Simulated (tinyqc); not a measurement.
Inside a calculation. Model: anisotropic wet etching of Si(100): plane rates, V-grooves, membranes and undercut. Computed by tinyqc, a small Python program that keeps every step. Command: `OMP_NUM_THREADS=1 python tinyqc.py 3015781 3015782 out.jsonl wetetch walk`. One thread of a shared host (Intel(R) Xeon(R) Processor @ 2.30GHz), about 0.01 s of CPU time with the checks. Intermediate numbers are printed to about 7 digits and carried at full precision; extremes and crossings named in words are read from the listed rows.

A long slot opens the mask on a (100) wafer. The floor etches at R100; (111) walls stand at theta = arctan(sqrt2) = 54.7356 degrees to the surface and recede at R111 along their normal.

Inputs (values chosen for the exercise, close to those used for tetramethylammonium hydroxide solutions):

| quantity | value | unit |
|---|---|---|
| prefactor k0 of the (100) rate | 4.6e+08 | um/min |
| activation energy of (100), E | 0.616 | eV |
| ratio (100)/(111) at 80 C | 23 | - |
| extra energy of (111), dE | 0.054 | eV |
| ratio (100)/oxide at 80 C | 3800 | - |
| extra energy of the oxide, dE_ox | 0.24 | eV |
| corner undercut rate over (100) rate, c | 3.3 | - |
| bath temperature T | 60 | C |
| width w (mask opening along <110>, or membrane width in the design step) | 68 | um |
| misalignment of the mask | 0.2 | degrees |
| etch time t | 17 | min |
| wafer thickness d | 675 | um |
| membrane thickness wanted | 4 | um |

Constants: k_B = 8.617333262e-05 eV/K.

## Rates

R100 = k0 exp(-E/(k_B T)); a ratio given at 80 C scales as exp[(extra energy/k_B)(1/T - 1/353.15 K)]; R111 and R_ox follow by division. Temperatures in kelvin are T(C) + 273.15.

R100 = 0.2208628 um/min

R111 = 0.008632397 um/min

R_ox = 3.620132e-05 um/min

anisotropy R100/R111 = 25.58533

## Shape after the time t

A misaligned edge exposes ledges and adds R100 sin(misalignment) to the lateral rate (a simple estimate): u = R111/sin(theta) + R100 sin(misalignment). Top width W = w + 2 u t; floor width b = W - 2 z/tan(theta) = W - sqrt2 z. The floor lasts until b = 0, at t_V = w/(sqrt2 R100 - 2u); depth z = R100 t before t_V and W/sqrt2 after.

lateral rate u = 0.01134344 um/min

time t_V to close the V = 234.7578 min

top width W = 68.38568 um

depth z = 3.754667 um

floor width b = 63.07578 um

The floor remains; undercut per side is 0.193 um, 5.14 % of the depth.

## Designing a membrane from the back side

Etch depth d - membrane, time = depth/R100; for a membrane as wide as w the opening must be w + sqrt2 depth - 2 u time; oxide mask consumed R_ox x time; a 1 K error changes the depth by the fraction E/(k_B T^2); a convex mask corner, such as that of a mesa, would retreat by c x depth.

time to reach the membrane = 3038.086 min

opening needed = 948.0126 um

oxide consumed = 109.9827 nm

depth error per kelvin = 43.21661 um

retreat of a convex corner = 2214.3 um

The error per kelvin is 1080 % of the membrane, so a timed etch cannot hold it and an etch stop is needed. A corner retreat larger than the depth shows why mesas need compensation structures. Caution: rates also depend on concentration, doping, additives and stirring, all held fixed here.

## Speed against selectivity over temperature

Each row etches to the depth d - membrane; undercut per side = (R111/sin(theta) + R100 sin(misalignment)) x time.

Etching to a fixed depth:

| T (C) | R100 (um/min) | R100/R111 | time (h) | undercut (um) | oxide consumed (nm) |
|---|---|---|---|---|---|
| 30 | 0.026421 | 30.81993 | 423.2816 | 29.00692 | 48.0876 |
| 40 | 0.056101 | 28.85119 | 199.3442 | 30.82645 | 64.4831 |
| 50 | 0.113698 | 27.11878 | 98.3598 | 32.64609 | 84.9128 |
| 60 | 0.220863 | 25.58533 | 50.6348 | 34.46234 | 109.9827 |
| 70 | 0.412747 | 24.22063 | 27.0949 | 36.27214 | 140.3226 |
| 80 | 0.744503 | 23.00000 | 15.0212 | 38.07283 | 176.5789 |
| 90 | 1.299989 | 21.90318 | 8.6026 | 39.86207 | 219.4084 |
| 100 | 2.203120 | 20.91336 | 5.0761 | 41.63787 | 269.4712 |

From 30 to 100 C the time falls by a factor 83.4, while the oxide loss grows by 5.60 and the undercut by 1.44: the slower planes and the mask have the higher activation energies, so heat costs selectivity. Misalignment gives 2.34 um of the undercut at any T.

Checks made by the program: depth against time integration (relative difference below 1e-10).
